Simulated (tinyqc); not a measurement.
Gap voltage and exponent from three temperatures.

Problem. At constant current VBE(T) = Vg0 - a T - eta (kB T/q) ln T, where a is a constant. Find Vg0, eta and dVBE/dT at the middle temperature.

Constants: q = 1.602176634e-19 C, kB = 1.380649e-23 J/K. Results are converted to the units shown.

T (K): [233, 273, 390]
VBE at a constant current (V): [0.7744315161, 0.6878959031, 0.4245864472]

Solution. The relation is linear in Vg0, a and eta, so three points give a linear system; the slope is (VBE - Vg0 - eta kB T/q)/T. eta rests on the curvature of VBE(T) alone, so real fits need accuracy of some tens of microvolts or better.

Vg0 = 1.196 V
eta = 3.800
dVBE/dT = -2.189 mV/K

Program tinyqc, `OMP_NUM_THREADS=1 python tinyqc.py 2062048 2062049 out.jsonl`; Intel Xeon 2.30GHz, shared host, one thread, about 0.02 s.
